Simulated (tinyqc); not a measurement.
p-type polysilicon, carrier trapping at grain boundaries: effect of the doping.

One-dimensional grains of size Lg, uniform ionised doping N, monovalent traps Qt at each boundary at a depth Et below (for electrons) or above (for holes) the band edge there, abrupt depletion of width W on each side of a boundary, Boltzmann statistics. xi is the distance from the band edge at the grain centre to the Fermi level. Trapped charge Qt/(1 + exp((xi + VB - Et)/Vt)) = 2 N W, barrier VB = q N W^2/(2 eps0 eps_r).

If the trap equation with xi = Vt ln(NB/N) has a root W < Lg/2, the grain is partly depleted; otherwise W = Lg/2 and the trap equation gives xi = Et - VB + Vt ln(Qt/(N Lg) - 1). N* = Qt/Lg. n0 = NB exp(-xi/Vt); mean density n0 (1 - 2 W/Lg) by charge balance in a partly depleted grain, and n0 (sqrt(pi)/2) erf(u)/u with u = sqrt(VB/Vt) in a fully depleted one; v = sqrt(kB T/(2 pi ms m0)); barrier resistivity Vt exp(VB/Vt)/(q fe n0 v Lg); grain resistivity (1 - 2 W/Lg)/(q n0 mug); effective mobility 1/(q mean density total resistivity). Rows with xi above 0.45 V, towards mid-gap, are left out, since the other carrier type is ignored.

Inputs (values chosen for the exercise); values of the order met in polycrystalline silicon:

| symbol | value | unit | meaning |
|---|---|---|---|
| T | 350 | K | temperature |
| eps_r | 11.7 |  | relative permittivity |
| NB | 3.34e19 | cm^-3 | valence-band density of states at T |
| Lg | 82 | nm | grain size |
| Qt | 1.8e12 | cm^-2 | trap density of a grain boundary |
| Et | 0.41 | eV | depth of the trap level from the majority band edge at the boundary |
| ms | 0.35 | m0 | mass for thermionic emission |
| fe | 0.25 |  | correction factor of the emission rate |
| mug | 90 | cm^2/(V s) | mobility inside the grains |

Constants: q = 1.602176634e-19 C, kB = 1.380649e-23 J/K, m0 = 9.1093837015e-31 kg, Vt = kB T/q, eps0 = 8.8541878128e-14 F/cm where lengths are in cm. Results are converted to the units shown.

Result of one run:
columns A: N (cm^-3); B: N/N*; C: depleted share 2 W/Lg; D: VB (V); E: xi (V); F: mean density (cm^-3); G: resistivity (ohm cm); H: effective mobility (cm^2/(V s))
```
A            B        C        D        E          F       G       H
4.5e17  2.0500  0.48362  0.13682  0.12990  2.3237e17  3.9578  6.7866
```

What becomes of these results when the doping N is changed from 4.5e17 to 2.3e16 cm^-3, all else the same?

Result of the changed run:
columns A: N (cm^-3); B: N/N*; C: depleted share 2 W/Lg; D: VB (V); E: xi (V); F: mean density (cm^-3); G: resistivity (ohm cm); H: effective mobility (cm^2/(V s))
```
A             B       C         D        E          F       G       H
2.3e16  0.10478  1.0000  0.029898  0.44480  9.8409e12  3832.0  165.51
```

The whole series:
columns A: N (cm^-3); B: N/N*; C: depleted share 2 W/Lg; D: VB (V); E: xi (V); F: mean density (cm^-3); G: resistivity (ohm cm); H: effective mobility (cm^2/(V s))
```
A             B         C          D         E          F         G       H
2.3e16  0.10478    1.0000   0.029898   0.44480  9.8409e12    3832.0  165.51
4.8e16  0.21867    1.0000   0.062396   0.38601  5.4512e13    1602.6  71.447
1e17    0.45556    1.0000    0.12999   0.28539  1.1047e15    536.01  10.541
2.1e17  0.95667   0.87318    0.20813   0.15289  2.6633e16    88.451  2.6495
4.5e17   2.0500   0.48362    0.13682   0.12990  2.3237e17    3.9578  6.7866
9.5e17   4.3278   0.23098   0.065882   0.10737  7.3057e17   0.23101  36.983
2e18     9.1111   0.10975   0.031315  0.084915  1.7805e18  0.057272  61.207
4.2e18   19.133  0.052264   0.014913  0.062537  3.9805e18  0.022948  68.330
8.8e18   40.089  0.024944  0.0071178  0.040228  8.5805e18  0.010374  70.116
```

As N goes from 2.3e16 to 8.8e18, VB goes from 0.0299 through a maximum of 0.208 (at N = 2.1e17 among the rows listed) to 0.00712 V, the resistivity falls from 3830 to 0.0104 ohm cm and the effective mobility goes from 166 through a minimum of 2.65 (at N = 2.1e17 among the rows listed) to 70.1 cm^2/(V s). The steepest fall of the resistivity among the rows, as N^(-4.1), lies between N = 2.1e17 and 4.5e17 cm^-3; N* = 2.20e17 cm^-3. While the grain is fully depleted VB grows as N; once the traps are full it falls as 1/N. For N = 4.2e18, 8.8e18 xi is under 2.5 Vt, where Boltzmann statistics begin to fail. For N = 2.3e16, 4.2e18, 8.8e18 VB is below Vt, where abrupt depletion and thermionic emission are rough. For N = 2.1e17 the grain is near the changeover between partial and full depletion, within a few Debye lengths, where both limits are rough. For N = 2.3e16 the effective mobility exceeds mug, since drift through the depleted part of the grain is left out.

Computed by the program tinyqc: `OMP_NUM_THREADS=1 python tinyqc.py 2830031 2830032 out.jsonl`, one thread of a shared Intel Xeon 2.30GHz, about 0.01 s for the whole run.
